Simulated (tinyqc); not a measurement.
Semiconducting tubes compared: carbon nanotube by zone folding.

Circumference C = n a1 + m a2, a = sqrt3 acc; d = a sqrt(n^2 + nm + m^2)/pi; tan(theta) = sqrt3 m/(2n + m); dR = gcd(2n + m, 2m + n); T = t1 a1 + t2 a2 with t1 = (2m + n)/dR, t2 = -(2n + m)/dR, |T| = sqrt3 pi d/dR; N = 2 (n^2 + nm + m^2)/dR hexagons a cell. On cutting line mu = 0 to N - 1 at x = k|T|/(2 pi) the phases are p1 = 2 pi (-t2 mu + m x)/N, p2 = 2 pi (t1 mu - n x)/N, and E = -/+ t |1 + exp(i p1) + exp(i p2)|.

Inputs chosen for the exercise (out of a larger set: near those used for carbon; not measured data):
- t = 2.73 eV (hopping)
- acc = 1.44 angstrom (bond length)
- tubes = ((7, 0), (14, 9), (12, 2), (6, 2), (9, 8), (11, 1), (7, 5)) (pairs (n, m))

E11 and E22 are twice the two lowest band edges; the cone gives E11 d = 2 t acc and E22/E11 = 2.

Tubes:
```
(n,m)   d (angstrom)  theta (deg)  (n - m) mod 3  E11 (eV)  E22 (eV)  E11 d/(2 t acc)  E22/E11
(7,0)           5.56          0.0              1    1.3485    3.0301            0.953    2.247
(14,9)         15.94         22.8              2    0.4954    0.9711            1.004    1.960
(12,2)         10.41          7.6              1    0.7381    1.5653            0.977    2.121
(6,2)           5.72         13.9              1    1.3220    2.8255            0.963    2.137
(9,8)          11.70         28.1              1    0.6692    1.3365            0.995    1.997
(11,1)          9.16          4.3              1    0.8355    1.7942            0.973    2.147
(7,5)           8.29         24.5              2    0.9517    1.8321            1.003    1.925
```

E11 follows 1/d first. For mod 1 the scaled E11 lies below one (0.953 to 0.995) and E22/E11 on both sides of two (1.997 to 2.247). For mod 2 the scaled E11 lies above one (1.003 to 1.004) and E22/E11 below two (1.925 to 1.960). The largest departure of the scaled E11 is that of (7,0); warping acts as cos(3 theta)/d, most for thin tubes near zigzag. Below about 8 angstrom curvature, left out of zone folding, changes the gaps further.

tinyqc: `OMP_NUM_THREADS=1 python tinyqc.py 1450754 1450755 out.jsonl`; about 0.03 s, one thread, shared Intel(R) Xeon(R) Processor @ 2.30GHz.
